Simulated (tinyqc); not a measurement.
What each parameter does: quantum-confined Stark effect in a modulator well.

Envelopes on cells of 0.5 angstrom over the well |z| < L/2 and 45 angstrom of barrier on each side, psi = 0 beyond, psi'/m continuous (mean mass between points), c = hbar^2/2m0. The electron sees + e F z and the hole - e F z, each with its offset in the barriers; 1 kV/cm = 1e-5 eV/angstrom. Light holes, band mixing and escape by tunnelling are left out.

Exciton: in-plane function exp(-rho/lam), 1/mu = 1/me + 1/mp, E(lam) = c/(mu lam^2) - (q/eps) times the integral over k of Fm(k)(1 + (k lam/2)^2)^(-3/2), Fm(k) the double integral of psi_e^2 psi_h^2 exp(-k |z - z'|), q = e^2/(4 pi eps0); binding Eb = -E at the minimum. Line at Eg + E_e + E_h - Eb, strength proportional to overlap^2/lam^2.

Constants: hbar^2/2m0 = 3.80998211 eV angstrom^2; e^2/(4 pi eps0) = 14.39964547 eV angstrom; hc = 1239.841984 eV nm.

Values chosen for the exercise (near those of a GaAs well in AlGaAs; the results hold for these values, not for the real material):
- L = 102 angstrom (well width)
- Vc = 0.269 eV (conduction offset)
- Vv = 0.131 eV (heavy-hole offset)
- me = 0.0652 m0 (electron, well)
- meb = 0.0891 m0 (electron, barrier)
- mh = 0.35 m0 (heavy hole along z, well)
- mhb = 0.4 m0 (heavy hole, barrier)
- Eg = 1.398 eV (gap of the well)
- mp = 0.158 m0 (heavy hole in the plane)
- eps = 12.4 (dielectric constant)
- F = 44 kV/cm (field)

Zero-field line, shift at F, overlap^2 and Eb at F.

One parameter was then changed.

Results before and after:

| case | line (nm) | shift (meV) | overlap^2 | Eb (meV) |
|---|---|---|---|---|
| base | 868.6 | -4.76 | 0.761 | 8.14 |
| changed | 868.6 | -3.05 | 0.830 | 8.31 |

Which of these changes was made? (a) eps = 11.2; (b) F = 35 kV/cm; (c) Vv = 0.164 eV; (d) mh = 0.297 m0; (e) L = 92 angstrom; (f) me = 0.075 m0; (g) Vc = 0.215 eV.

Answer: (b) F = 35 kV/cm. Of the candidates, run in turn, only this one gives the changed row.

All candidates:

| case | line (nm) | shift (meV) | overlap^2 | Eb (meV) |
|---|---|---|---|---|
| base | 868.6 | -4.76 | 0.761 | 8.14 |
| L = 92 angstrom | 864.8 | -3.57 | 0.832 | 8.56 |
| F = 35 kV/cm | 868.6 | -3.05 | 0.830 | 8.31 |
| Vc = 0.215 eV | 869.6 | -4.91 | 0.749 | 8.06 |
| Vv = 0.164 eV | 868.4 | -4.53 | 0.773 | 8.20 |
| me = 0.075 m0 | 870.3 | -4.71 | 0.756 | 8.66 |
| mh = 0.297 m0 | 868.0 | -4.60 | 0.782 | 8.14 |
| eps = 11.2 | 869.5 | -4.63 | 0.761 | 9.59 |

Program tinyqc; command `OMP_NUM_THREADS=1 python tinyqc.py 1280829 1280830 out.jsonl`; about 0.2 s on one thread of a shared Intel(R) Xeon(R) Processor @ 2.30GHz.
